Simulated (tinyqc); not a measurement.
Isotype n-N heterojunction, non-linear Poisson equation by Newton steps, Boltzmann statistics: two steps of the calculation.

One dimension, material 1 (n-type) at x < 0 and material 2 (n-type) at x > 0. Band edges: Ec = -psi in material 1 and -psi + dEc in material 2, Ev = Ec - Eg. Equilibrium, Fermi level at 0. n = Nc F((EFn - Ec)/Vt), p = Nv F((Ev - EFp)/Vt), with F(eta) = exp(eta) (Boltzmann statistics); full ionisation, no interface charge, classical densities; the doping types are chosen for the exercise.

Parameters, values chosen for the exercise; band and dielectric values close to those of CdTe and CdS:
```
symbol    value   unit                                          meaning
T           400      K                                      temperature
Eg1        1.47     eV                           band gap of material 1
Nc1     1.25e18  cm^-3  conduction-band density of states of material 1
Nv1     2.74e19  cm^-3     valence-band density of states of material 1
Eg2        2.39     eV                           band gap of material 2
Nc2     3.37e18  cm^-3  conduction-band density of states of material 2
Nv2     2.74e19  cm^-3     valence-band density of states of material 2
dEc        -0.1     eV                 conduction-band offset Ec2 - Ec1
N1       1.1e17  cm^-3                      donor density of material 1
N2       1.5e17  cm^-3                      donor density of material 2
V             0      V                    bias of side 1 against side 2
```

Constants: q = 1.602176634e-19 C, kB = 1.380649e-23 J/K, Vt = kB T/q. Results are converted to the units shown.

Problem 1. Densities, residual and Jacobian diagonal. n_i = Nc F(a_n), a_n = (V - Ec_i)/Vt; p_i = Nv F(a_p), a_p = (Ec_i - Eg)/Vt; rho_i = p_i - n_i + C_i with C = +N1 or +N2; g_i = (n_i + p_i)/Vt. Box widths w_i = (h_(i-1) + h_i)/2 in cm. Residual F_i = a_i (psi_(i+1) - psi_i) - a_(i-1) (psi_i - psi_(i-1)) + q rho_i w_i; Jacobian: a_(i-1) and a_i beside the diagonal, b_i = -a_(i-1) - a_i - q g_i w_i on it. The two end nodes are fixed.

```
node,x (nm),psi at the start (V),material
0,-136,-0.08377490,1
1,-84,-0.11098562,1
2,-48.2,-0.12971915,1
3,-23.3,-0.14274890,1
4,-6,-0.15180169,1
5,6,-0.15808109,2
6,21.5,-0.16619198,2
7,41.4,-0.17660531,2
8,67,-0.19000135,2
9,100,-0.20726969,2
```

```
interval,coupling a_i (F/cm^2)
0,1.7197557e-7
1,2.4979692e-7
2,3.5914577e-7
3,5.1692079e-7
4,7.0272104e-7
5,5.1468537e-7
6,4.0088559e-7
7,3.1162591e-7
8,2.4174616e-7
```

psi_L = -0.083774904 V
psi_R = -0.20726969 V

Give: n; p; residual F; diagonal b.

Solution 1.

```
node,n (cm^-3),p (cm^-3)
0,1.100e17,93.77
1,4.995e16,206.5
2,2.901e16,355.6
3,1.988e16,518.9
4,1.529e16,674.8
5,6.249e17,1.140e-10
6,4.939e17,1.442e-10
7,3.651e17,1.951e-10
8,2.475e17,2.878e-10
9,1.500e17,4.749e-10
```

```
node,residual F (1e-7 C/cm^2),diagonal b (F/cm^2)
1,0.422,-1.441e-6
2,0.394,-1.018e-6
3,0.305,-1.071e-6
4,0.225,-1.324e-6
5,-1.044,-5.212e-6
6,-0.975,-4.979e-6
7,-0.784,-4.574e-6
8,-0.458,-3.925e-6
```

Problem 2. Newton step. Solve the tridiagonal system a_(i-1) d_(i-1) + b_i d_i + a_i d_(i+1) = -F_i for nodes 1 to 8, with d = 0 on fixed nodes. Each component d is damped to sign(d) Vt ln(1 + |d|/Vt) before it is added.

```
interval,coupling a_i (F/cm^2)
0,1.7197557e-7
1,2.4979692e-7
2,3.5914577e-7
3,5.1692079e-7
4,7.0272104e-7
5,5.1468537e-7
6,4.0088559e-7
7,3.1162591e-7
8,2.4174616e-7
```

```
node,diagonal b (F/cm^2),residual F (C/cm^2)
1,-1.4410555e-6,4.2235104e-8
2,-1.0181627e-6,3.9383127e-8
3,-1.0710120e-6,3.0466881e-8
4,-1.3237316e-6,2.2498087e-8
5,-5.2115216e-6,-1.0439148e-7
6,-4.9790543e-6,-9.7527770e-8
7,-4.5735525e-6,-7.8413229e-8
8,-3.9247535e-6,-4.5793606e-8
```

```
node,psi at the start (V)
0,-0.08377490
1,-0.11098562
2,-0.12971915
3,-0.14274890
4,-0.15180169
5,-0.15808109
6,-0.16619198
7,-0.17660531
8,-0.19000135
9,-0.20726969
```

Find: Newton step d, before damping; psi after iteration 1.

Solution 2.

```
node,"Newton step d, before damping (V)"
1,0.04209
2,0.07372
3,0.07007
4,0.03503
5,-0.01758
6,-0.02302
7,-0.02007
8,-0.01326
```

```
node,psi after iteration 1 (V)
0,-0.0838
1,-0.0835
2,-0.0903
3,-0.1045
4,-0.1276
5,-0.1723
6,-0.1838
7,-0.1924
8,-0.2012
9,-0.2073
```

Program tinyqc, `OMP_NUM_THREADS=1 python tinyqc.py 2040017 2040018 out.jsonl`; Intel Xeon 2.30GHz, shared host, one thread, about 0.01 s.
